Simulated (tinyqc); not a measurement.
# Changing the electric field F

Model: hot carriers by balance equations with a heated Maxwellian. Computed by tinyqc, a small Python program. Command: `OMP_NUM_THREADS=1 python tinyqc.py 3017762 3017763 out.jsonl hot sweep`. One thread of a shared host (Intel(R) Xeon(R) Processor @ 2.30GHz), about 0.04 s of CPU time with the checks.

The carriers follow a Maxwellian at an electron temperature T_e, slightly displaced; the drift energy is neglected against k_B T_e. The balance averages the rate, not the time, so mu_0 lies below the relaxation-time value.

Inputs (values chosen for the exercise, modelled on electrons in diamond):
```
quantity,value,unit
effective mass m,0.481,m_0
density rho,3515,kg/m^3
sound velocity v_l,18700,m/s
acoustic deformation potential D_A,8.3,eV
phonon energy hbar w,141,meV
optical or intervalley deformation potential D_o,7,1e8 eV/cm
final valleys Z_f,5,-
lattice temperature T,200,K
iteration cap,300,-
```

Band: parabolic. Solver: Newton.

Constants: k_B = 8.617333262e-05 eV/K; k_B = 1.380649e-23 J/K; e = 1.602176634e-19 C; hbar = 1.054571817e-34 J s; m_0 = 9.1093837015e-31 kg; hbar = 6.582119569e-16 eV s.

Method:
- Parabolic band: E = hbar^2 k^2/(2 m), speed v = hbar k/m, states per spin, volume and energy g(E) = m k/(2 pi^2 hbar^2). Masses are multiplied by m_0 and all formulas are in SI units.
- Phonon occupation N_q = 1/(exp(hbar w/(k_B T)) - 1).
- Acoustic deformation potential (elastic, equipartition, absorption and emission together): 1/tau = 2 pi k_B T D_A^2 g(E)/(hbar rho v_l^2).
- Optical or intervalley deformation potential: 1/tau = (pi Z_f D_o^2/(rho w)) [N_q g(E + hbar w) + (N_q + 1) g(E - hbar w)], with g = 0 below the band edge.
- Averages over the Maxwellian, <y> = int y x^(1/2) exp(-x) dx / int x^(1/2) exp(-x) dx with x = E/(k_B T_e), split at x_0 = hbar w/(k_B T_e): 64 Gauss-Legendre points in sqrt(x) below it and 128 in sqrt(x - x_0) above it, up to x = 32. Momentum balance: mu(T_e) = e/(m nu), nu = <x (sum of rates)>/<x>. Power lost per carrier: P(T_e) = hbar w <emission rate - absorption rate> + <(2 m v_l^2/(k_B T)) (E - 2 k_B T) acoustic rate>.
- Energy relaxation time at weak heating: tau_E = (3/2) k_B / (dP/dT_e), the derivative by a central difference of +/- 0.5 K at T_e = T.
- Newton: h(T_e) = P - e mu F^2, T_new = T_e - h/h', with h' by a central difference of +/- 0.5 K, limited to the range T to 3 T_e.
- Start at T_e = 1.5 T; stop when T_e moves by less than 1e-6 K or exceeds 1e6 K.
- v = mu(T_e) F; warm-carrier coefficient (mu/mu_0 - 1)/F^2.

One run for each value:
```
electric field F (kV/cm),drift velocity (1e7 cm/s),electron temperature T_e (K),mu/mu_0
0.1,0.1029,205.7,0.97811
0.46,0.3797,254.5,0.78461
1,0.6076,310.6,0.57757
2.2,0.8462,392.3,0.36565
4.6,1.0507,505.1,0.21713
10,1.2514,701.0,0.11896
22,1.4585,1102.6,0.06302
46,1.6628,2067.2,0.03436
```

Give the missing row, electric field F (kV/cm) = 0.22.

Computed row:
```
electric field F (kV/cm)  drift velocity (1e7 cm/s)  electron temperature T_e (K)  mu/mu_0
0.22                                         0.2122                         221.3  0.91691
```

Interpolating between the two neighbouring rows (the first column on a logarithmic scale, the others too where they are positive) misses most in drift velocity (1e7 cm/s), by 4.8 %. Over the rows, drift velocity (1e7 cm/s) rises from 0.103 to 1.66 (exponent d ln y / d ln x 0.92 between the first rows and 0.18 between the last); electron temperature T_e (K) rises from 206 to 2070 (exponent d ln y / d ln x 0.093 between the first rows and 0.85 between the last); mu/mu_0 falls from 0.978 to 0.0344 (exponent d ln y / d ln x -0.082 between the first rows and -0.82 between the last). The mobility has lost 10 % between 0.220 and 0.460 kV/cm. Left out: 100 (T_e far beyond the range of the model).

Caution (all rows): the drift energy m v^2/2 is not small against the heating (3/2) k_B (T_e - T), so T_e - T is rough. Caution (rows 46.0): k_B T_e exceeds 0.12 eV, where non-parabolicity and a non-Maxwellian tail matter.

Extremes, crossings and ranges named in words are read from the listed rows.
